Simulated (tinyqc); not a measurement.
Power transistor in saturation, electro-thermal loop: one step of the calculation.

One temperature T for the device, T = T0 + Rth P(T), with P(T) = V I0 (T/300 K)^(-al) [1 + kv (T - 300 K)/Vov]^2. The loop gain is Rth dP/dT; a solution is thermally stable when it is below one.

Question. Temperature by substitution. P(T) = V I0 (T/300 K)^(-al) [1 + kv (T - 300 K)/Vov]^2; T(new) = T0 + Rth P(T).

Inputs (values chosen for the exercise):
```
symbol  value  unit                                 meaning
T0        360     K                     ambient temperature
V          12     V                           drain voltage
I0       0.29     A             saturation current at 300 K
al        1.5                      exponent of the mobility
Vov       2.1     V                      overdrive at 300 K
kv        1.4  mV/K  fall of the threshold with temperature
Rth        52   K/W                      thermal resistance
```

T at the start = 360 K

Give: P; T after iteration 1.

Answer.

P = 2.863 W
T after iteration 1 = 508.9 K

tinyqc, about 0.01 s, one thread, Intel Xeon 2.30GHz (shared host): `OMP_NUM_THREADS=1 python tinyqc.py 2520125 2520126 out.jsonl`
